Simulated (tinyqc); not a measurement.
# MOSFET in the linear regime without short-channel effects, parameter extraction from computed curves: extraction methods against the body factor

Inversion charge Q = Cox n Vt W0(exp((Vg - VT)/(n Vt))), W0 the Lambert function and n = nf; u = Q/Cox; mobility mu = mu0/(1 + th1 u + th2 u^2); channel resistance Rch = (L - dL)/(W mu Q); Id = Vd/(Rch + Rsd/W). Cox = eps0 eox/tox. Small Vd, no channel-length or drain effects.

From the continuous curve Id(Vg): tangent at peak gm (V_ext = Vg - Id/gm); constant current Id = 0.1 uA W/L; peak of d2Id/dVg2; Y = Id/sqrt(gm) drawn through Vg = VT + 0.6 and VT + 0.8 V, with intercept VT_Y and slope s. Mobilities gm,max L/(W Cox Vd) and s^2 L/(W Cox Vd) with the drawn L. Last column: share of Rsd/W in the total resistance at VT + 0.8 V.

Values chosen for this exercise; channel values of the order met in silicon transistors:
```
symbol,value,unit,meaning
T,300,K,temperature
eox,3.9,,relative permittivity of the gate insulator (close to silicon dioxide)
tox,1.9,nm,insulator thickness
mu0,110,cm^2/(V s),low-field mobility
th1,0.27,1/V,first mobility attenuation factor
th2,0,1/V^2,second mobility attenuation factor
VT,0.37,V,threshold voltage
W,1,um,gate width
L,0.055,um,drawn gate length
dL,0.019,um,drawn less effective length
Rsd,150,ohm um,source plus drain resistance
Vd,0.02,V,drain voltage
```

Constants: q = 1.602176634e-19 C, kB = 1.380649e-23 J/K, Vt = kB T/q, eps0 = 8.8541878128e-14 F/cm where lengths are in cm. Results are converted to the units shown.

Results:

| nf | V_ext (V) | constant current (V) | second derivative (V) | VT_Y (V) | mobility from gm (cm^2/(V s)) | mobility from Y (cm^2/(V s)) | series share (%) |
|---|---|---|---|---|---|---|---|
| 1 | 0.365 | 0.375 | 0.360 | 0.413 | 108 | 155 | 33.3 |
| 1.1 | 0.363 | 0.371 | 0.359 | 0.414 | 106 | 153 | 33.1 |
| 1.2 | 0.361 | 0.367 | 0.358 | 0.415 | 104 | 152 | 33.0 |
| 1.4 | 0.357 | 0.359 | 0.355 | 0.416 | 101 | 149 | 32.7 |
| 1.5 | 0.354 | 0.354 | 0.353 | 0.416 | 99.1 | 148 | 32.6 |
| 1.6 | 0.351 | 0.349 | 0.351 | 0.416 | 97.5 | 147 | 32.5 |
| 1.7 | 0.349 | 0.344 | 0.350 | 0.416 | 96.1 | 145 | 32.4 |

Estimate the missing row, nf = 1.3.

Computed row:

| nf | V_ext (V) | constant current (V) | second derivative (V) | VT_Y (V) | mobility from gm (cm^2/(V s)) | mobility from Y (cm^2/(V s)) | series share (%) |
|---|---|---|---|---|---|---|---|
| 1.3 | 0.359 | 0.363 | 0.356 | 0.415 | 102 | 151 | 32.9 |

With this row back in the table: The model has VT = 0.37 V and mu0 = 110 cm^2/(V s). Over the table the extracted thresholds move by 16 mV (tangent), 31 mV (constant current), 10 mV (second derivative), 3.9 mV (Y function). The mobility from gm falls from 108 to 96.1 and that from Y falls from 155 to 145 cm^2/(V s).

Program tinyqc, `OMP_NUM_THREADS=1 python tinyqc.py 2210139 2210140 out.jsonl`; Intel Xeon 2.30GHz, shared host, one thread, about 0.01 s.
